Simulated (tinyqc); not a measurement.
What moves the results: Slater-Koster d bands of an fcc metal. A value that a table varies takes the place of the one given here.

Slater-Koster d bands. For a bond with direction cosines (l, m, n) the 5 x 5 block is dds Ps + ddp Pp + ddd (1 - Ps - Pp), the projectors on sigma, pi and delta states about the bond; for instance <xy|xy> = 3 l^2 m^2 dds + (l^2 + m^2 - 4 l^2 m^2) ddp + (n^2 + l^2 m^2) ddd, <xy|yz> = 3 l m^2 n dds + l n (1 - 4 m^2) ddp + l n (m^2 - 1) ddd and <3z2-r2|3z2-r2> = (n^2 - (l^2 + m^2)/2)^2 dds + 3 n^2 (l^2 + m^2) ddp + (3/4)(l^2 + m^2)^2 ddd. H(k) sums the blocks times cos(k.R) over the neighbours; the d level is the zero of energy; k in 2 pi/a.

Neighbours: twelve at (a/2)(1,1,0) and equivalents.

Mesh: k = f1 b1 + f2 b2 + f3 b3 with fractions (j + 1/2)/N, j = 0 to N - 1, and b = (-1,1,1), (1,-1,1), (1,1,-1) for fcc, (0,1,1), (1,0,1), (1,1,0) for bcc, unit vectors for simple cubic. The lowest Nd/10 of all levels are filled with two electrons each; the bond energy is their sum per atom.

Values chosen for the exercise (of the size met in Ir; the results hold for these values, not for the real material): dds = -1.041 eV (dd sigma); ddp = 0.458 eV (dd pi); ddd = -0.073 eV (dd delta); N = 8 (mesh); f2 = 0.487 (factor for second neighbours in bcc).

## Band filling: full bands against the rectangular model

W = sqrt(12 mu2) with mu2 the mean square level on the mesh; rectangular model: Fermi level W (Nd/10 - 1/2), bond energy -W Nd (10 - Nd)/20. The Fermi level of the mesh is the highest filled level.

Per atom (eV):
```
Nd  EF, bands  bond energy, bands  EF, rectangle  bond energy, rectangle
1      -2.323              -3.080         -2.641                  -2.971
2      -1.945              -5.198         -1.981                  -5.282
3      -1.396              -6.815         -1.321                  -6.933
4      -0.895              -7.990         -0.660                  -7.924
5       0.055              -8.403          0.000                  -8.254
6       0.891              -7.978          0.660                  -7.924
7       1.393              -6.799          1.321                  -6.933
8       2.041              -5.084          1.981                  -5.282
9       2.544              -2.798          2.641                  -2.971
```

W = 6.603 eV
full width on the mesh = 7.688 eV

The bond energy is deepest at Nd = 5 (-8.403 eV); the rectangle has its minimum at 5. The two differ most at Nd = 8, by 0.199 eV or 2 % of the deepest value: the second moment fixes the parabola, and higher moments the rest. At Nd = 3 and 7 the bands give -6.815 and -6.799 eV, a skew towards less than half filling.

## Which lattice a d-band metal prefers

fcc has twelve neighbours, bcc eight and six (the six times f2), simple cubic six. The integrals of bcc and sc are scaled so that all three have the second moment of fcc, which stands for equal repulsion (structural energy difference theorem). s and p electrons are left out.

Bond energy per atom:
```
Nd  fcc (eV)  bcc - fcc (meV)  sc - fcc (meV)
1     -3.080              144            -271
2     -5.198              -34            -132
3     -6.815             -281              78
4     -7.990             -340             561
5     -8.403               67             826
6     -7.978              427             549
7     -6.799              365              62
8     -5.084               72            -247
9     -2.798             -214            -553
```

scale factors: bcc 1.1285, sc 1.4142

mu3/mu2^1.5: fcc -0.095, bcc -0.088, sc 0.000

mu4/mu2^2: fcc 1.828, bcc 1.779, sc 2.658

largest change of a difference when N is raised to 14 = 54 meV

fcc is lowest for Nd = 5, 6 and 7. bcc is lowest for Nd = 3 and 4. sc is lowest for Nd = 1, 2, 8 and 9. bcc gains most on fcc at Nd = 4 (-340 meV). A small fourth moment marks a two-peaked band, which tends to favour fillings near one half; bcc has -3 % against fcc, and at Nd = 5 it lies +67 meV from fcc, which the fourth moment alone does not explain (differences of a few tens of meV are within the error of the mesh; hcp is left out, and this d-only model can miss the lattice of the real metal). The third moments, from three-membered rings, skew the bands. That simple cubic wins anywhere comes from keeping d bands and equal second moments alone; no transition metal takes it. Differences below about 54 meV are within the error of this mesh, and the s and p electrons left out weigh most where the d band is nearly empty or full.

## What each integral does

Levels at Gamma, E(t2g) = 3 dds + 4 ddp + 5 ddd, E(eg) = 1.5 dds + 6 ddp + 4.5 ddd, and W = sqrt(12 mu2), the width of a rectangular band with the same second moment mu2 = z (dds^2 + 2 ddp^2 + 2 ddd^2)/5, z = 12. Each row changes one parameter from the base and keeps the others.

Results:
```
case              t2g (eV)  eg (eV)  W (eV)
base               -1.6560   0.8580  6.6030
dds = -1.1971 eV   -2.1243   0.6239  7.3254
ddp = 0.3893 eV    -1.9308   0.4458  6.3440
ddd = -0.062 eV    -1.6010   0.9075  6.5965
```

The largest shifts from the base row, up to three for each result and ties (the steps differ in size, so this ranks the rows, not the parameters). t2g (eV): dds -0.4683, ddp -0.2748, ddd +0.0550. eg (eV): ddp -0.4122, dds -0.2342, ddd +0.0495. W (eV): dds +0.7224, ddp -0.2590, ddd -0.0065. The ratio of the shifts of t2g and eg names the integral: 3 : 1.5 for dds, 4 : 6 for ddp, 5 : 4.5 for ddd.

(tinyqc, `OMP_NUM_THREADS=1 python tinyqc.py 1452792 1452793 out.jsonl`, Intel(R) Xeon(R) Processor @ 2.30GHz, 1 thread, shared host, about 0.03 s.)
